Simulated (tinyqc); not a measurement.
From results back to parameters: hole subbands of a hard-walled well, four-band Luttinger model. Four cases, with inputs chosen for the exercise.

Problem. At k = 0 in a hard-walled well HHn = c (g1 - 2 g2)(n pi/L)^2 - Z0 and LHn = c (g1 + 2 g2)(n pi/L)^2 + Z0, c = hbar^2/2m0. Two spacings were computed from hidden g1 and g2.

Constants: hbar^2/2m0 = 3.80998211 eV angstrom^2.
Find: u = c (pi/L)^2; g2; g1.
Method. HH2 - HH1 = 3u (g1 - 2 g2) and LH1 - HH1 = 4 u g2 + 2 Z0.

Case 1.

Values chosen (out of a larger set: near those of GaAs; not measured data): L = 165 angstrom (well width along [001]); Z0 = 0 eV (shear strain energy).

HH2 - HH1 = 11.602 meV
LH1 - HH1 = 11.271 meV

Solution.

u = c (pi/L)^2 = 1.381 meV
g2 = 2.04
g1 = 6.88

Case 2.

Values chosen (out of a larger set: near those of InP; not measured data): L = 110 angstrom (well width along [001]); Z0 = 0.0299 eV (shear strain energy).

HH2 - HH1 = 17.434 meV
LH1 - HH1 = 79.689 meV

Solution.

u = c (pi/L)^2 = 3.108 meV
g2 = 1.60
g1 = 5.07

Case 3.

Values chosen (out of a larger set: near those of Ge; not measured data): L = 175 angstrom (well width along [001]); Z0 = 0 eV (shear strain energy).

HH2 - HH1 = 17.865 meV
LH1 - HH1 = 21.070 meV

Solution.

u = c (pi/L)^2 = 1.228 meV
g2 = 4.29
g1 = 13.43

Case 4.

Values chosen (out of a larger set: near those of InP; not measured data): L = 155 angstrom (well width along [001]); Z0 = 0 eV (shear strain energy).

HH2 - HH1 = 8.781 meV
LH1 - HH1 = 10.017 meV

Solution.

u = c (pi/L)^2 = 1.565 meV
g2 = 1.60
g1 = 5.07

Computed by tinyqc, one run a case: `OMP_NUM_THREADS=1 python tinyqc.py N N+1 out.jsonl` with N = 1282359, 1282421, 1282427, 1282491; one thread of a shared Intel(R) Xeon(R) Processor @ 2.30GHz, about 0.2 s a run at most.
